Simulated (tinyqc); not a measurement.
Scaling with the misfit: strain-driven roughening and islands of a mismatched epitaxial film. Computed by tinyqc, a small Python program. Command: `OMP_NUM_THREADS=1 python tinyqc.py 3007184 3007185 out.jsonl island walk`. One thread of a shared host (Intel(R) Xeon(R) Processor @ 2.30GHz), about 0.01 s of CPU time with the checks.

Film and substrate share isotropic elastic constants; the film is coherent and biaxially strained.

Inputs (values chosen for the exercise, modelled on Si(0.5)Ge(0.5) on Si): misfit |f| = 0.0208; shear modulus G = 56 GPa; Poisson ratio nu = 0.26; surface energy gamma = 1.15 J/m^2; contact angle of the shallow shape theta_1 = 13.8 degrees; contact angle of the steep shape theta_2 = 30.6 degrees; facet energy of shape 1 over gamma = 0.9956; facet energy of shape 2 over gamma = 1.018; surface mobility D_s nu_s Omega^2/(k_B T) = 1.1e-34 m^6/(J s).

Transport: surface diffusion.

Constants: e = 1.602176634e-19 C.

Method:
- M = 2 G (1 + nu)/(1 - nu); stress = M f; energy density w = M f^2.
- A ripple A cos(k x) has the surface chemical potential per volume [gamma k^2 - 2 (1 + nu) w k] A cos(k x), so k_c = 2 (1 + nu) w/gamma. With surface diffusion the amplitude grows at the rate q = B k^2 [2 (1 + nu) w k - gamma k^2], fastest at k_m = (3/4) k_c. B is the surface mobility.
- Shallow faceted island (Tersoff form): E = 4 Gam V^(2/3) tan^(1/3)(theta) - 6 c V tan(theta), Gam = gamma [x/sin(theta) - 1/tan(theta)], x the facet energy over gamma, c = stress^2 (1 - nu)/(2 pi G).
- The barrier is the maximum of E, at V_c = [4 Gam/(9 c)]^3 / tan^2(theta) (1 GPa nm = 1 J/m^2).
- V_c = [4 Gam/(9 c)]^3/tan^2(theta), barrier = (4/3) Gam V_c^(2/3) tan^(1/3)(theta); the growth time is 1/q at k_m.

fastest wavelength = 46.3375 nm

growth time 1/q at k_m = 70.1521 s

critical volume, shape 1 = 65.9052 nm^3

barrier, shape 1 = 10.0301 eV

Misfit scaled at fixed constants:
```
|f| (%)  fastest wavelength (nm)  growth time (s)  V_c of shape 1 (nm^3)  barrier of shape 1 (eV)
0.520                     741.40       4.5975e+06             2.6995e+05               2.5677e+03
0.728                     378.27       3.1153e+05             3.5852e+04               6.6839e+02
1.040                     185.35       1.7959e+04             4.2179e+03               1.6048e+02
1.456                      94.57       1.2169e+03             5.6018e+02               4.1775e+01
2.080                      46.34       7.0152e+01             6.5905e+01               1.0030e+01
2.912                      23.64       4.7535e+00             8.7529e+00               2.6109e+00
```

What follows from these numbers?

Halving the misfit stretches the wavelength 4 times, the barrier 16 times, the volume 64 times and the time 256 times: f^(-2), f^(-4), f^(-6), f^(-8). Over these rows the time spans 6.0 decades: strongly mismatched films tend to roughen first, while dilute alloys have time to stay flat. Rows with wavelengths under 10 nm or volumes under 5 nm^3 are beyond the continuum picture.

Extremes, crossings and ranges named in words are read from the listed rows.
